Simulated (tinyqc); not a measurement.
Rapid thermal processing of a wafer: radiative balance, ramp and cooling, pattern effects, pyrometer error and spike budget: one step, computed by the program tinyqc. Command: `OMP_NUM_THREADS=1 python tinyqc.py 3111249 3111250 out.jsonl rtp walk`. One thread of a shared host (Intel(R) Xeon(R) Processor @ 2.30GHz), about 0.05 s of CPU time with the checks.

The wafer is opaque and uniform through its thickness unless said otherwise; temperatures in formulas are in kelvin (C + 273.15). sigma = 5.670374419e-12 W/(cm^2 K^4).

Question. Power to hold and to ramp. Effective emissivity between parallel grey plates: eps_eff = 1/(1/eps + 1/(1 - r) - 1). Loss per area q(T) = 2 eps_eff sigma (T^4 - T_w^4) + h (T - T_w). Absorbed power during a ramp = q(T) + C d x ramp rate; thermal time constant tau = C d/(dq/dT), dq/dT = 8 eps_eff sigma T^3 + h; natural cooling rate q/(C d); front-to-back difference under one-sided heating at the end of the ramp = (absorbed power) d/(2 k).

Inputs (values chosen for the exercise, modelled on a hot silicon wafer):
```
quantity,value,unit
wafer thickness d,725,micrometre
heat capacity per volume C,2.14,J/(cm^3 K)
thermal conductivity k,0.26,W/(cm K)
emissivity eps of each face,0.67,-
reflectivity of the chamber walls r,0.85,-
"gas heat-transfer coefficient h, both faces together",5.2,mW/(cm^2 K)
wall temperature T_w,700,K
process temperature,918,C
ramp rate,130,K/s
```

Give: eps_eff; holding power q; power at the end of the ramp; dq/dT; time constant tau; natural cooling rate; front-to-back difference.

Answer.

eps_eff = 0.13968

holding power q = 5.3626 W/cm^2

power at the end of the ramp = 25.532 W/cm^2

dq/dT = 15.909 mW/(cm^2 K)

time constant tau = 9.7525 s

natural cooling rate = 34.564 K/s

front-to-back difference = 3.5598 K

Radiation carries 52 % of the loss. The ramp needs 4.8 times the holding power.
